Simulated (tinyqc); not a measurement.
Strained Delta valleys, repopulation and conductivity mass: two steps of the calculation.

A cubic crystal with three pairs of conduction valleys along x, y and z under uniaxial stress X along [100] (X > 0 is tension); current along [010]. Non-degenerate electrons, fixed total density, one relaxation time for all valleys and stresses, masses unchanged by strain, so the mobility goes as the mean inverse mass.

Inputs (values chosen for the exercise); values close to those of silicon:
- T = 300 K (temperature)
- s11 = 7.86 1/TPa (compliance)
- s12 = -2.16 1/TPa (compliance)
- s44 = 12.9 1/TPa (compliance)
- Xu = 8.8 eV (shear deformation potential)
- X = -330 MPa (uniaxial stress (tension positive))

Constants: q = 1.602176634e-19 C, kB = 1.380649e-23 J/K, Vt = kB T/q. Results are converted to the units shown.

Task 1. Strain tensor. Stress s_ij = X a_i a_j with a the unit vector along [100]; strain e_ii = s11 s_ii + s12 (s_jj + s_kk), e_ij = s44 s_ij/2.

Give: strain.

Result 1.

strain (%):

|  | x | y | z |
|---|---|---|---|
| x | -0.2594 | 0.0000 | 0.0000 |
| y | 0.0000 | 0.0713 | 0.0000 |
| z | 0.0000 | 0.0000 | 0.0713 |

Task 2. Valley shifts and shares. Valley shift dE = Xu (n.e.n - trace(e)/3) with n the valley axis; share f proportional to exp(-dE/Vt).

strain (%):

|  | x | y | z |
|---|---|---|---|
| x | -0.25938000 | 0.00000000 | 0.00000000 |
| y | 0.00000000 | 0.07128000 | 0.00000000 |
| z | 0.00000000 | 0.00000000 | 0.07128000 |

Wanted: dE; share f.

Result 2.

| valley | dE (meV) | share f |
|---|---|---|
| x | -19.40 | 0.6065 |
| y | 9.70 | 0.1968 |
| z | 9.70 | 0.1968 |

The splitting is 29.1 meV, 1.1 Vt.

Computed by the program tinyqc: `OMP_NUM_THREADS=1 python tinyqc.py 2530009 2530010 out.jsonl`, one thread of a shared Intel Xeon 2.30GHz, about 0.01 s for the whole run.
